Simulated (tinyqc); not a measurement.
Inside a calculation. Method: UHF in the sto-3g basis, for H4, spin multiplicity 3. This run ends on a higher stationary point, not on the lowest solution. Computed by tinyqc, a small Python program that keeps every step (integrals from PySCF). Settings: charge = 0, multiplicity = 3, basis = sto-3g, energy threshold = 1e-09, iteration cap = 53, orthogonalisation = symmetric, start = highest core orbitals, DIIS depth = 8, method = UHF. Command: `OMP_NUM_THREADS=1 python tinyqc.py 29462 29463 out.jsonl` (the two numbers bound the seeds that draw the settings). One thread of a shared host (Intel(R) Xeon(R) Processor @ 2.60GHz), about 0.1 s of CPU time with the checks.

Geometry (angstrom):
```
atom         x         y         z
H     0.000000  0.000000  0.000000
H     0.000000  0.000000  0.971000
H     0.000000  1.674000  0.000000
H     0.000000  1.674000  0.971000
```

Stop when the energy changes by less than 1e-09 hartree and every element of the error matrix X^T (F D S - S D F) X (for each spin) is below 9e-06.

Course of the cycle:
```
iteration  E (hartree)     change  largest element of the error matrix
1          -0.27138563          -                             8.45e-16
2          -1.77418952  -1.50e+00                             1.10e-15
3          -1.77418952  -1.78e-15                             3.36e-16
```

Can the last value be used, and what does the course show?

No, though the log alone does not show it. Converged in 3 iterations. But the solution lies 0.03649 hartree above the reference: it is another stationary point, not the lowest one. Reruns (cap 100 unless said): damping 0.5: converged in 33 to a higher stationary point; level shift 0.5: converged in 2 to a higher stationary point; atomic densities as start, DIIS 8: converged in 3 to a higher stationary point. PySCF UHF in the same basis, after a stability check = -1.81068278 hartree.
